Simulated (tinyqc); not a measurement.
Inside a calculation. Method: Hueckel theory of the pi electrons, for the molecule O=Cc1cc[nH]c1 (SMILES; centres numbered as the heavy atoms are written). One step of it, computed by the program tinyqc.

Task: Orbitals. Diagonalise; E = alpha + x beta with beta < 0, so the largest x are filled first; degenerate levels share their electrons. P = sum n_i c_ri c_si; each orbital has its largest coefficient positive (the first on a tie).

Hueckel matrix in units of beta (H = alpha + beta A), order 1O, 2C, 3C, 4C, 5C, 6N, 7C:
$$\begin{pmatrix}
1.000000 & 1.000000 & 0.000000 & 0.000000 & 0.000000 & 0.000000 & 0.000000 \\
1.000000 & 0.000000 & 1.000000 & 0.000000 & 0.000000 & 0.000000 & 0.000000 \\
0.000000 & 1.000000 & 0.000000 & 1.000000 & 0.000000 & 0.000000 & 1.000000 \\
0.000000 & 0.000000 & 1.000000 & 0.000000 & 1.000000 & 0.000000 & 0.000000 \\
0.000000 & 0.000000 & 0.000000 & 1.000000 & 0.000000 & 0.800000 & 0.000000 \\
0.000000 & 0.000000 & 0.000000 & 0.000000 & 0.800000 & 1.500000 & 0.800000 \\
0.000000 & 0.000000 & 1.000000 & 0.000000 & 0.000000 & 0.800000 & 0.000000
\end{pmatrix}$$

pi electrons, sum of z_r less the charge = 8

Give: x values; occupations; coefficients; charge and bond-order matrix P.

Result:

x values: [2.3885, 1.8228, 1.1376, 0.6527, -0.5106, -1.0899, -1.9010]

occupations: [2.0000, 2.0000, 2.0000, 2.0000, 0.0000, 0.0000, 0.0000]

coefficients, order 1O, 2C, 3C, 4C, 5C, 6N, 7C:
$$\begin{pmatrix}
0.1643 & 0.6256 & 0.5393 & 0.2567 & -0.4354 & -0.1217 & 0.1431 \\
0.2281 & 0.5148 & 0.0742 & -0.0892 & 0.6577 & 0.2544 & -0.4150 \\
0.3806 & 0.3128 & -0.4549 & -0.3149 & 0.0995 & -0.1556 & 0.6458 \\
0.3038 & 0.0864 & -0.5139 & 0.4251 & -0.1691 & -0.4630 & -0.4610 \\
0.3449 & -0.1553 & -0.1297 & 0.5923 & -0.0132 & 0.6603 & 0.2305 \\
0.6501 & -0.4618 & 0.4580 & -0.0481 & 0.2198 & -0.3208 & 0.0285 \\
0.3771 & -0.0311 & -0.0778 & -0.5414 & -0.5394 & 0.3782 & -0.3517
\end{pmatrix}$$

charge and bond-order matrix P, order 1O, 2C, 3C, 4C, 5C, 6N, 7C:
$$\begin{pmatrix}
1.5503 & 0.7533 & -0.1360 & -0.1281 & 0.0833 & 0.1052 & -0.2769 \\
0.7533 & 0.6610 & 0.4843 & 0.0755 & -0.1273 & -0.1023 & 0.2250 \\
-0.1360 & 0.4843 & 1.0975 & 0.4851 & -0.0897 & -0.1804 & 0.6794 \\
-0.1281 & 0.0755 & 0.4851 & 1.0889 & 0.8195 & -0.1964 & -0.1566 \\
0.0833 & -0.1273 & -0.0897 & 0.8195 & 1.0215 & 0.4162 & -0.3514 \\
0.1052 & -0.1023 & -0.1804 & -0.1964 & 0.4162 & 1.6959 & 0.4998 \\
-0.2769 & 0.2250 & 0.6794 & -0.1566 & -0.3514 & 0.4998 & 0.8847
\end{pmatrix}$$
